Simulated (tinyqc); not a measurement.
Where in the gap a trap does harm: carrier lifetime from Shockley-Read-Hall, radiative, Auger and surface recombination. Computed by tinyqc, a small Python program. Command: `OMP_NUM_THREADS=1 python tinyqc.py 3004045 3004046 out.jsonl lifetime walk`. One thread of a shared host (Intel(R) Xeon(R) Processor @ 2.30GHz), about 0.02 s of CPU time with the checks.

Energies are counted from the top of the valence band. Boltzmann statistics, full ionisation, and equal excess densities of electrons and holes.

Inputs (values chosen for the exercise, for a model semiconductor):
```
quantity                          value   unit
gap E_g                            2.19     eV
electron mass m_e                 0.201    m_0
valleys M_c                           1      -
hole mass m_h                      1.03    m_0
temperature T                       300      K
doping N                        1.6e+14  cm^-3
trap level E_t                     1.92     eV
trap density N_t                1.8e+11  cm^-3
electron cross-section sigma_n  4.2e-14   cm^2
hole cross-section sigma_p      5.4e-15   cm^2
```

Doping: n-type. Surface term: two equal surfaces.

Constants: m_0 = 9.1093837015e-31 kg; k_B = 1.380649e-23 J/K; h = 6.62607015e-34 J s; k_B = 8.617333262e-05 eV/K.

Method:
- N_c = 2 M_c (2 pi m_e k_B T/h^2)^(3/2) and N_v = 2 (2 pi m_h k_B T/h^2)^(3/2), masses in units of m_0.
- n_i = sqrt(N_c N_v) exp(-E_g/2 k_B T); majority density N/2 + sqrt(N^2/4 + n_i^2), minority density n_i^2 over it.
- v = sqrt(3 k_B T/m) with m_e or m_h; tau_n0 = 1/(sigma_n v_n N_t), tau_p0 = 1/(sigma_p v_p N_t); n1 = N_c exp(-(E_g - E_t)/k_B T), p1 = N_v exp(-E_t/k_B T).
- Low injection: tau = [tau_p0 (n_0 + n1) + tau_n0 (p_0 + p1)]/(n_0 + p_0). Depleted region (n = p = 0): generation lifetime tau_g = (tau_p0 n1 + tau_n0 p1)/n_i. n1 = N_c exp(-(E_g - E_t)/k_B T), p1 = N_v exp(-E_t/k_B T).

tau_p0 = 8.93993e-05 s

n_0 = 1.60e+14 cm^-3

N_c = 2.26134e+18 cm^-3

tau_n0 = 5.07759e-06 s

p_0 = 6.00749e-14 cm^-3

N_v = 2.62318e+19 cm^-3

n_i = 3.10032 cm^-3

The same trap at other energies:
```
E_t (eV)  SRH lifetime (s)  generation lifetime (s)
0.131            0.0053334               2.7063e+11
0.328            0.0000920               1.3272e+08
0.548            0.0000894               2.6735e+04
0.766            0.0000894               5.8190e+00
0.986            0.0000894               1.1726e-03
1.095            0.0000894               4.3542e-05
1.205            0.0000894               1.8496e-03
1.424            0.0000894               8.8320e+00
1.642            0.0000894               4.0579e+04
1.862            0.0000933               2.0144e+08
2.059            0.0080487               4.1076e+11
```

What follows from these numbers?

The SRH lifetime (other channels left aside) stays within 10 % of its least value, among these rows, from E_t = 0.328 to 1.862 eV. The generation lifetime has a sharp minimum, among these rows at 1.095 eV and exactly at 1.090 eV, where tau_p0 n1 = tau_n0 p1, since generation needs two thermal jumps and the larger one rules.

Extremes, crossings and ranges named in words are read from the listed rows.
